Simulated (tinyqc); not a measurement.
Valley-orbit splitting of a donor ground state, with strain: one step, computed by the program tinyqc.

The basis is the 1s envelope in each valley; energies are counted from the unstrained conduction-band edge. The strain is e_s (a a^T - 1/3) for the unit stress axis a, so valley j along n_j moves by Xi_u e_s w_j with w_j = (n_j.a)^2 - 1/3: +1/3 for [111] and [-1-11], -1/3 for the others.

Task: Populations and ionisation. H_jj = -(E_0 + Lambda) + Xi_u e_s w_j; H_jk = -Delta_1 between any two valleys. z = sum over levels of exp(-(E - E_ground)/k_B T), the ground-state share being 1/z; N_c = 2 (2 pi m_e k_B T/h^2)^(3/2) sum_j exp(-(shift_j - lowest shift)/k_B T); n1 = N_c/(2 z) exp(-binding/k_B T), binding = lowest shift - E_ground; without compensation n = 2 N_D/(1 + sqrt(1 + 4 N_D/n1)) (Boltzmann statistics; p and higher states left out).

Inputs (values chosen for the exercise, for a model many-valley semiconductor):
```
quantity                                   value   unit
single-valley binding energy E_0              12    meV
central-cell shift Lambda                   0.91    meV
coupling Delta_1                             1.1    meV
shear deformation potential Xi_u            17.1     eV
shear strain e_s                          0.0017      -
temperature T                                200      K
donor density N_D                          1e+14  cm^-3
density-of-states mass of one valley m_e   0.215    m_0
```

Valleys: four along <111>. Stress axis: [110].

Constants: k_B = 8.617333262e-05 eV/K; m_0 = 9.1093837015e-31 kg; k_B = 1.380649e-23 J/K; h = 6.62607015e-34 J s.

Give: partition sum z; share of neutral donors in the ground state; N_c; n1; free electrons n.

Result:

partition sum z = 2.465

share of neutral donors in the ground state = 0.4057

N_c = 3.608e+18 cm^-3

n1 = 3.200e+17 cm^-3

free electrons n = 9.997e+13 cm^-3

Caution: k_B T exceeds a third of E_0, so the p and higher states, left out, hold part of the bound electrons.
